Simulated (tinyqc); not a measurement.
# Off-state leakage of single and stacked transistors: two studies

n-channel devices of unit width. Subthreshold current I(Vg, Vs, Vd) = I0 (T/300 K)^0.5 exp[(Vg - Vs - VT(T) - gb (Vs - Vb) + dd (Vd - Vs))/(nf Vt)] (1 - exp(-(Vd - Vs)/Vt)), VT(T) = VT - cT (T - 300 K). Gate-edge tunnelling Ig (Vd/1 V) exp(ag (Vd - 1 V)), for a gate at 0 V, and band-to-band leakage Ab u exp(-Bb/u), u = Vd - Vb + 1 V, flow at a drain held at V; both are taken as independent of T. In a stack of off transistors (all gates at 0 V) the same subthreshold current passes through each.

Inputs (values chosen for the exercise); values of the order met in bulk silicon logic transistors:

| symbol | value | unit | meaning |
|---|---|---|---|
| T | 378 | K | temperature |
| V | 1.2 | V | supply voltage |
| VT | 0.26 | V | threshold at 300 K, zero drain and body bias |
| cT | 0.6 | mV/K | fall of the threshold with temperature |
| I0 | 0.13 | uA/um | current at threshold at 300 K |
| nf | 1.42 |  | slope factor |
| dd | 0.1 |  | drain-induced lowering per volt |
| gb | 0.22 |  | rise of the threshold per volt of source-body bias |
| Ig | 0.0004 | uA/um | gate-edge tunnelling current at 1 V |
| ag | 3.7 | 1/V | exponential slope of the gate current |
| Ab | 70 | uA/(um V) | prefactor of band-to-band leakage at the drain |
| Bb | 23 | V | its exponential voltage |
| Vb | -0.6 | V | body voltage |

Constants: q = 1.602176634e-19 C, kB = 1.380649e-23 J/K, Vt = kB T/q. Results are converted to the units shown.

Each table varies one quantity; the others keep the values above.

## Subthreshold current against the height of the stack

All n gates at 0 V, bottom source at 0 V, top drain at V; node voltages follow from equal currents.

Subthreshold current against the height of the stack:

| n | I (nA/um) | reduction factor | drain voltage of the bottom device (mV) | source voltage of the top device (mV) | voltage across the top device (V) |
|---|---|---|---|---|---|
| 1 | 1.121 | 1.000 | 1200 | 0 | 1.200 |
| 2 | 0.09402 | 11.92 | 86.85 | 86.85 | 1.113 |
| 3 | 0.04783 | 23.44 | 25.34 | 110.5 | 1.089 |
| 4 | 0.03206 | 34.97 | 15.08 | 124.6 | 1.075 |
| 5 | 0.02411 | 46.50 | 10.76 | 134.5 | 1.065 |
| 6 | 0.01932 | 58.03 | 8.369 | 142.3 | 1.058 |

Read the table: what changes, and by how much?

The second transistor cuts the current by a factor of 11.9, the third by a further 1.97 and the sixth by 1.25. The top device keeps 88.1 % of the supply at n = 6, while the drain voltage of the bottom one falls to 0.257 Vt.

## Leakage components against the threshold

Same model as above.

One transistor with Vg = Vs = 0, Vd = V; stack factor I(one)/I(two in series).

The same in every row: gate edge (nA/um) = 1.0060; band-to-band (nA/um) = 53.069; stack factor = 11.925.

Result of one run:

| VT (V) | subthreshold (nA/um) | total (nA/um) | largest part |
|---|---|---|---|
| 0.25 | 1.3917 | 55.466 | band-to-band |

What becomes of these results when the threshold at 300 K, zero drain and body bias VT is changed from 0.25 to 0.5 V, all else the same?

Result of the changed run:

| VT (V) | subthreshold (nA/um) | total (nA/um) | largest part |
|---|---|---|---|
| 0.5 | 0.0062553 | 54.081 | band-to-band |

The whole series:

| VT (V) | subthreshold (nA/um) | total (nA/um) | largest part |
|---|---|---|---|
| 0.15 | 12.092 | 66.166 | band-to-band |
| 0.2 | 4.1023 | 58.177 | band-to-band |
| 0.25 | 1.3917 | 55.466 | band-to-band |
| 0.3 | 0.47217 | 54.547 | band-to-band |
| 0.35 | 0.16019 | 54.235 | band-to-band |
| 0.4 | 0.054346 | 54.129 | band-to-band |
| 0.45 | 0.018438 | 54.093 | band-to-band |
| 0.5 | 0.0062553 | 54.081 | band-to-band |
| 0.55 | 0.0021222 | 54.077 | band-to-band |
| 0.6 | 7.1998e-4 | 54.075 | band-to-band |

As VT goes from 0.15 to 0.6, the total leakage falls from 66.2 to 54.1 nA/um. The band-to-band part leads at VT = 0.15 and in all other rows. The reduction by a stack of two stays at 11.9, for the subthreshold part alone. For VT = 0.15 the gate is within about 3 nf Vt of threshold, where the exponential law overstates the current.

Program tinyqc, `OMP_NUM_THREADS=1 python tinyqc.py 2242151 2242152 out.jsonl`; Intel Xeon 2.30GHz, shared host, one thread, about 0.03 s.
